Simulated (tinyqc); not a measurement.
Double-gate transistor below threshold, two-dimensional Poisson equation on a small mesh: effect of the gate voltage.

Half of a symmetric double-gate structure: row 0 is the mid-plane of the body, where the normal field vanishes. Mobile charge is neglected (subthreshold), the body is fully depleted, and potentials are counted from the intrinsic level; rows run upward to the gate, columns from source to drain.

Mesh: rows i = 0..12 in the semiconductor (step hs = tb/12, row 12 on the interface), then 8 step(s) ho = tox/8 up to the gate row 20; columns j = 0..80 (step hy = L/80). Box integration, divided by eps0: up_i = eps hy/h of the interval above row i, dn_i = that of the interval below (0 for row 0), lat_i = (sum of eps h/2 over the intervals above and below)/hy, s_i = -q Na w_i hy/eps0 with w_i the semiconductor height of the box (hs/2 for row 0 and the interface row, hs between, 0 in the insulator). Each free node obeys (up + dn + 2 lat) psi = up psi(above) + dn psi(below) + lat [psi(left) + psi(right)] + s. Fixed values: gate row Vg - Vfb; column 0 at Vbi and the last column at Vbi + Vd in the semiconductor, each running linearly to Vg - Vfb across the insulator. The system is solved directly. On row 0 the minimum of psi and its place come from a parabola through the three lowest nodes; barrier = Vbi - minimum, swing = Vt ln 10/(d psi/dVg), DIBL = (d psi/dVd)/(d psi/dVg) there. Lambda = pi/k with k the smallest positive root of tan(k tox) tan(k tb) = eox/eps_r.

Parameters, values chosen for the exercise; semiconductor permittivity made up: temperature T = 300 K; relative permittivity of the semiconductor eps_r = 18.3; relative permittivity of the insulator eox = 25; half the body thickness tb = 3 nm; insulator thickness tox = 6.2 nm; channel length L = 21 nm; acceptor density of the depleted body Na = 0 cm^-3; potential of the source Vbi = 0.49 V; gate offset Vfb = 0 V; drain voltage Vd = 0.3 V.

Constants: q = 1.602176634e-19 C, kB = 1.380649e-23 J/K, Vt = kB T/q, eps0 = 8.8541878128e-14 F/cm where lengths are in cm. Results are converted to the units shown.

Effect of the gate voltage:
```
Vg (V)  L/Lambda  barrier (V)  place y/L  swing (mV/decade)  DIBL (mV/V)
-0.2       1.235       0.4433     0.4514              85.55        176.2
-0.12      1.235       0.3877     0.4461              85.70        172.7
-0.04      1.235       0.3322     0.4396              85.91        168.5
0.04       1.235       0.2769     0.4312              86.22        163.3
0.12       1.235       0.2218     0.4199              86.70        156.7
0.2        1.235       0.1671     0.4041              87.51        148.0
```

What does the table show?

As Vg goes from -0.2 to 0.2 V, the barrier falls from 0.443 to 0.167 V, the swing rises from 85.6 to 87.5 mV a decade and DIBL falls from 176 to 148 mV/V; the ideal swing is 59.5. The barrier top moves from y/L = 0.451 to 0.404, towards the source.

tinyqc, about 0.09 s, one thread, Intel Xeon 2.30GHz (shared host): `OMP_NUM_THREADS=1 python tinyqc.py 2480010 2480011 out.jsonl`
